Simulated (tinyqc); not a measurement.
# Changing the facet energy of shape 2 over gamma

Model: strain-driven roughening and islands of a mismatched epitaxial film. Computed by tinyqc, a small Python program. Command: `OMP_NUM_THREADS=1 python tinyqc.py 3025406 3025407 out.jsonl island sweep`. One thread of a shared host (Intel(R) Xeon(R) Processor @ 2.30GHz), about 0.01 s of CPU time with the checks.

Film and substrate share isotropic elastic constants; the film is coherent and biaxially strained.

Inputs (values chosen for the exercise, modelled on In(0.5)Ga(0.5)As on GaAs):
```
quantity                                     value     unit
misfit |f|                                  0.0356        -
shear modulus G                                 37      GPa
Poisson ratio nu                               0.3        -
surface energy gamma                         0.775    J/m^2
contact angle of the shallow shape theta_1    9.16  degrees
contact angle of the steep shape theta_2        34  degrees
facet energy of shape 1 over gamma           1.008        -
island volume V                              16000     nm^3
```

Constants: e = 1.602176634e-19 C.

Method:
- M = 2 G (1 + nu)/(1 - nu); stress = M f; energy density w = M f^2.
- Shallow faceted island (Tersoff form): E = 4 Gam V^(2/3) tan^(1/3)(theta) - 6 c V tan(theta), Gam = gamma [x/sin(theta) - 1/tan(theta)], x the facet energy over gamma, c = stress^2 (1 - nu)/(2 pi G).
- The barrier is the maximum of E, at V_c = [4 Gam/(9 c)]^3 / tan^2(theta) (1 GPa nm = 1 J/m^2).
- The two energies cross at V_x^(1/3) = 4 [Gam_2 t2^(1/3) - Gam_1 t1^(1/3)]/(6 c (t2 - t1)), t = tan(theta); mu = dE/dV.

One run for each value:
```
facet energy of shape 2 over gamma  Gam of shape 2 (J/m^2)  barrier, shape 2 (eV)  crossing volume V_x (nm^3)
0.960                                               0.1815                   2.81                         6.6
0.987                                               0.2189                   4.92                        15.1
1.010                                               0.2508                   7.40                        26.3
1.070                                               0.3340                  17.47                        78.8
1.100                                               0.3755                  24.85                       120.9
1.120                                               0.4033                  30.77                       155.9
1.150                                               0.4448                  41.30                       220.3
```

Give the missing row, facet energy of shape 2 over gamma = 1.040.

Computed row:
```
facet energy of shape 2 over gamma  Gam of shape 2 (J/m^2)  barrier, shape 2 (eV)  crossing volume V_x (nm^3)
1.040                                               0.2924                  11.73                        47.8
```

Interpolating between the two neighbouring rows (linearly) misses most in crossing volume V_x (nm^3), by 9.8 %. Over the rows, Gam of shape 2 (J/m^2) rises from 0.182 to 0.445 (exponent d ln y / d ln x 6.8 between the first rows and 3.7 between the last); barrier, shape 2 (eV) rises from 2.81 to 41.3 (exponent d ln y / d ln x 20 between the first rows and 11 between the last); crossing volume V_x (nm^3) rises from 6.62 to 220 (exponent d ln y / d ln x 30 between the first rows and 13 between the last).

Caution (rows 0.960): a critical island of a few cubic nanometres holds a few hundred atoms at most, and edge energies, left out here, matter. Caution (all rows): the shallow-slope form overstates the relaxation of facets steeper than about 25 degrees.

Extremes, crossings and ranges named in words are read from the listed rows.
